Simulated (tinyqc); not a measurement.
## Input admittance of a MOSFET at zero drain bias: distributed channel and distributed gate: input impedance against frequency

Source and drain grounded, strong inversion, w = 2 pi f, Cox = eps0 eox/tox. The channel is an RC line of resistance 1/(mu Cox Vo) per square fed from both ends, so one finger has the intrinsic admittance y = i w Cox L tanh(g)/g per width, g = (1/2) sqrt(i w tau), tau = L^2/(mu Vo). The vertical resistance rv/L is in series with y, the overlaps 2 i w Cov in parallel: y_t = 1/(1/y + rv/L) + 2 i w Cov. The gate strip is a line of Rsh/L per length loaded by y_t, so a finger has Y = y_t Wf tanh(k)/k, k = (Wf/sd) sqrt(y_t Rsh/L); the device has Nf Y.

Low-frequency limits, with c = Cox L and ct = c + 2 Cov: R_strip = Rsh Wf/(3 sd^2 L Nf), R_ch = (c/ct)^2 L/(12 mu Cox Vo Wf Nf), R_vert = (c/ct)^2 rv/(L Wf Nf), C = ct Wf Nf. Z = 1/(Nf Y) = R + 1/(i w C), Q = |Im Z|/R, far-point signal |1/cosh k|.

Inputs (values chosen for the exercise); values of the order met in silicon radio-frequency transistors: relative permittivity of the gate insulator (close to aluminium oxide) eox = 8.83; insulator thickness tox = 6.6 nm; channel length L = 1.6 um; finger width Wf = 4.1 um; number of fingers Nf = 8; channel mobility mu = 230 cm^2/(V s); gate overdrive Vo = 0.46 V; sheet resistance of the gate Rsh = 17 ohm/square; vertical resistivity of the gate stack rv = 0 ohm um^2; number of ends at which a finger is contacted sd = 2; overlap and fringe capacitance on each side Cov = 0.25 fF/um.

Constants: eps0 = 8.8541878128e-14 F/cm where lengths are in cm. Results are converted to the units shown.

The same in every row: low-frequency R (ohm) = 31.24.

Input impedance against frequency:
```
f (GHz)    w tau      |k|  R (ohm)  C (fF)      Q  signal at the far point
0.04     0.06081  0.01478    31.24   638.1  199.6                    1.000
0.1       0.1520  0.02336    31.24   638.0  79.84                    1.000
0.3       0.4561  0.04044    31.24   637.9  26.62                    1.000
0.7        1.064  0.06164    31.23   637.0  11.43                   0.9998
2          3.041   0.1023    31.11   629.2  4.065                   0.9988
5          7.602   0.1483    30.43   588.1  1.779                   0.9947
10         15.20   0.1781    28.35   488.4  1.150                   0.9897
40         60.81   0.2415    15.89   227.2  1.102                   0.9809
100        152.0   0.3110    9.330   145.7  1.171                   0.9698
```

R falls from 31.2 to 9.33 ohm and C falls from 638 to 146 fF. Q goes as f^(-1.00) between the first two rows and f^(0.07) between the last two, where w tau = 152 and |k| = 0.311. The low-frequency limits hold both R and C within 5 % up to f = 2 GHz among the rows.

Program tinyqc, `OMP_NUM_THREADS=1 python tinyqc.py 2262115 2262116 out.jsonl`; Intel Xeon 2.30GHz, shared host, one thread, about 0.01 s.
